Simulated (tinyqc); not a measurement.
# Capacitance measurement on a leaky thin oxide: effects of series resistance and leakage: what changes with what

The device is a capacitance C in parallel with a leakage conductance G, in series with Rs and Ls. An impedance meter reports either a parallel pair (Cp, Gp) from Y = 1/Z = Gp + i w Cp or a series pair (Cs, Rm) from Z = Rm + 1/(i w Cs); w = 2 pi f, dissipation D = Gp/(w |Cp|).

Parameters, values chosen for the exercise; values of the order met in thin-oxide MOS capacitors: relative permittivity of the gate insulator (close to silicon nitride) eox = 7.7; insulator thickness tox = 3.2 nm; gate area A = 10000 um^2; oxide-equivalent thickness added by the accumulation layer zc = 0.55 nm; oxide-equivalent thickness added by gate depletion zp = 0 nm; gate leakage current density, not matched to the thickness Jg = 0.00016 A/cm^2; voltage for an e-fold rise of the leakage Vs = 0.27 V; series resistance Rs = 48 ohm; series inductance Ls = 0 nH; measuring frequency f = 10000 Hz.

Constants: eps0 = 8.8541878128e-14 F/cm where lengths are in cm. Results are converted to the units shown.

Each table varies one quantity; the others keep the values above.

## Readings against frequency

EOT = 3.9 tox/eox; CET = EOT + zc + zp; C = 3.9 eps0 A/CET; G = Jg A/Vs. Z = Rs + i w Ls + 1/(G + i w C); CET read from Cp = 3.9 eps0 A/Cp; errors under 0.001 % are printed as 0.

The same in every row: C (pF) = 159.07.

Readings against frequency:

| f (Hz) | Cp (pF) | Cs (pF) | D | error of Cp (%) | error of Cs (%) | CET read from Cp (nm) |
|---|---|---|---|---|---|---|
| 1000 | 159.07 | 159.63 | 0.059338 | 0 | 0.352 | 2.1708 |
| 3000 | 159.07 | 159.14 | 0.019907 | 0 | 0.0391 | 2.1708 |
| 10000 | 159.07 | 159.08 | 0.0064087 | 0 | 3.52e-3 | 2.1708 |
| 30000 | 159.07 | 159.07 | 0.0034156 | 0 | 0 | 2.1708 |
| 1e5 | 159.07 | 159.07 | 0.0053904 | -2.87e-3 | 0 | 2.1708 |
| 3e5 | 159.04 | 159.07 | 0.014590 | -0.0213 | 0 | 2.1712 |
| 1e6 | 158.71 | 159.07 | 0.048035 | -0.230 | 0 | 2.1758 |
| 3e6 | 155.84 | 159.07 | 0.14395 | -2.03 | 0 | 2.2158 |
| 1e7 | 129.31 | 159.07 | 0.47976 | -18.7 | 0 | 2.6704 |
| 3e7 | 51.790 | 159.07 | 1.4393 | -67.4 | 0 | 6.6675 |

D goes from 0.0593 through a minimum of 0.00342 (at f = 30000 Hz among the rows listed) to 1.44; without inductance its minimum lies at f = sqrt(G (1 + G Rs)/Rs)/(2 pi C) = 35200 Hz. The error of Cp goes from 0 to -67.4 % and that of Cs from 0.352 to 0 %; at low frequency Cp tends to C/(1 + G Rs)^2 and Cs grows as 1 + (G/(w C))^2. One of the two readings is within 2 % of C for f = 1000, 3000, 10000, 30000, 1e5, 3e5, 1e6, 3e6, 1e7, 3e7 Hz. For f = 3e7 D exceeds 1, where the accuracy of real meters degrades in proportion to sqrt(1 + D^2).

## Effect of the gate leakage current density, not matched to the thickness

Same model as above.

The same in every row: C (pF) = 159.1.

Effect of the gate leakage current density, not matched to the thickness:

| Jg (A/cm^2) | Cp (pF) | Cs (pF) | D | error of Cp (%) | error of Cs (%) | CET read from Cp (nm) |
|---|---|---|---|---|---|---|
| 1e-5 | 159.1 | 159.1 | 8.503e-4 | 0 | 0 | 2.171 |
| 0.0001 | 159.1 | 159.1 | 0.004185 | 0 | 1.37e-3 | 2.171 |
| 0.001 | 159.1 | 159.3 | 0.03754 | -3.58e-3 | 0.137 | 2.171 |
| 0.02 | 159.0 | 246.4 | 0.7419 | -0.0711 | 54.9 | 2.172 |
| 0.2 | 157.9 | 8896 | 7.438 | -0.707 | 5490 | 2.186 |
| 2 | 148.3 | 8.739e5 | 76.75 | -6.75 | 5.49e5 | 2.328 |
| 30 | 67.66 | 1.966e8 | 1705 | -57.5 | 1.24e8 | 5.104 |
| 300 | 3.966 | 1.966e10 | 7.041e4 | -97.5 | 1.24e10 | 87.07 |

As Jg goes from 1e-5 to 300, the error of Cp goes from 0 to -97.5 %, that of Cs from 0 to 1.24e10 %, and D rises from 8.50e-4 to 70400. The CET read from Cp goes from 2.17 to 87.1 nm against the true 2.17 nm. For Jg = 0.2, 2, 30, 300 D exceeds 1, where the accuracy of real meters degrades in proportion to sqrt(1 + D^2).

Computed by the program tinyqc: `OMP_NUM_THREADS=1 python tinyqc.py 2022017 2022018 out.jsonl`, one thread of a shared Intel Xeon 2.30GHz, about 0.01 s for the whole run.
